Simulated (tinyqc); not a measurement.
## Junction parameters from two forward currents

Inverse problem. D(v) = J1 (exp(v/Vt) - 1) + J2 (exp(v/(2 Vt)) - 1). Find J1, J2 and the voltage 2 Vt ln(J2/J1) near which both parts are equal.

Values chosen for this exercise: temperature T = 398 K.

Constants: q = 1.602176634e-19 C, kB = 1.380649e-23 J/K, Vt = kB T/q. Results are converted to the units shown.

junction voltages (V): 0.31  0.69
currents (uA/um): 8.9985844e-6  0.0030780908

Solution. The current is linear in J1 and J2, so two points give two equations.

J1 = 1.40e-12 uA/um
J2 = 9.90e-8 uA/um
crossover = 0.766 V

Program tinyqc, `OMP_NUM_THREADS=1 python tinyqc.py 2182025 2182026 out.jsonl`; Intel Xeon 2.30GHz, shared host, one thread, about 0.2 s.
